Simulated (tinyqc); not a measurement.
Worked calculation: plane-wave Kohn-Sham cycle with exchange-only LDA in a layered model solid. One step of it, computed by the program tinyqc.

Question. Iteration 1: levels at that k. Diagonalise the Hermitian matrix.

H (hartree):
```
,-2,-1,+0,+1,+2
-2,0.397316,-0.295000,0.000000,0.000000,0.000000
-1,-0.295000,-0.020858,-0.295000,0.000000,0.000000
+0,0.000000,-0.295000,-0.160249,-0.295000,0.000000
+1,0.000000,0.000000,-0.295000,-0.020858,-0.295000
+2,0.000000,0.000000,0.000000,-0.295000,0.397316
```

Give: eigenvalues.

Answer.

eigenvalues (hartree): -0.554  -0.173  0.159  0.550  0.611
